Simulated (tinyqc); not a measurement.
Monte Carlo simulation of one carrier in a uniform electric field: one step, computed by the program tinyqc. Command: `OMP_NUM_THREADS=1 python tinyqc.py 3010559 3010560 out.jsonl mcfl walk`. One thread of a shared host (Intel(R) Xeon(R) Processor @ 2.30GHz), about 1 s of CPU time with the checks.

The force e F acts along +z. Flights end at the constant total rate Gamma; the part of Gamma that the real rates do not fill is self-scattering, which leaves k unchanged. One valley, no impurities; equivalent final valleys enter only through Z_f in the optical rate.

Task: Scattering event 1. Kane band: hbar^2 k^2/(2 m) = E (1 + alpha E), speed v = hbar k/(m (1 + 2 alpha E)), states per spin, volume and energy g(E) = m k (1 + 2 alpha E)/(2 pi^2 hbar^2); overlap factors are set to 1. Masses are multiplied by m_0 and all formulas are in SI units. Phonon occupation N_q = 1/(exp(hbar w/(k_B T)) - 1). Acoustic deformation potential (elastic, equipartition, absorption and emission together): 1/tau = 2 pi k_B T D_A^2 g(E)/(hbar rho v_l^2). Optical or intervalley deformation potential: 1/tau = (pi Z_f D_o^2/(rho w)) [N_q g(E + hbar w) + (N_q + 1) g(E - hbar w)], with g = 0 below the band edge. Choice: with cumulative rates in the order acoustic, absorption, emission, the process is the first whose sum exceeds r2 Gamma; if none, self-scattering. Final state: E' = E, E + hbar w or E - hbar w gives k'. Isotropic processes: cos(theta) = 1 - 2 r3 from the z axis, phi = 2 pi r4, k' (sin theta cos phi, sin theta sin phi, cos theta). Use row 1 of the random numbers.

Inputs (values chosen for the exercise, for a model non-polar semiconductor):

| quantity | value | unit |
|---|---|---|
| effective mass m | 0.581 | m_0 |
| non-parabolicity alpha | 0.73 | 1/eV |
| density rho | 6020 | kg/m^3 |
| sound velocity v_l | 11300 | m/s |
| acoustic deformation potential D_A | 4.5 | eV |
| phonon energy hbar w | 34 | meV |
| optical or intervalley deformation potential D_o | 2.5 | 1e8 eV/cm |
| final valleys Z_f | 3 | - |
| lattice temperature T | 300 | K |

Crystal: non-polar. Band: Kane.

k at the end of the flight (1/nm): 0.1500000  -0.2700000  0.3067457

Random numbers (0.02 to 0.98, from up to 60 sets tried for early real events), one row a flight:
```
       r1      r2      r3      r4
1  0.5539  0.3587  0.2128  0.0764
2  0.7956  0.0244  0.5727  0.9281
3  0.0780  0.8668  0.5262  0.0429
4  0.6640  0.1652  0.0545  0.6068
5  0.9749  0.7626  0.7734  0.8168
6  0.9164  0.7230  0.5960  0.2114
7  0.3354  0.2281  0.1156  0.1026
```

Gamma = 16.85373 1e12/s

Constants: hbar = 1.054571817e-34 J s; m_0 = 9.1093837015e-31 kg; e = 1.602176634e-19 C; k_B = 1.380649e-23 J/K; hbar = 6.582119569e-16 eV s; k_B = 8.617333262e-05 eV/K.

Give: cumulative rates; r2 Gamma; process chosen; k after event 1, the start of the next flight.

Result:

cumulative rates (1e12/s): acoustic 0.1783, absorption 0.5707, emission 0.5707

r2 Gamma = 6.045 1e12/s

Process chosen: self-scattering

k after event 1, the start of the next flight (1/nm): 0.1500  -0.2700  0.3067
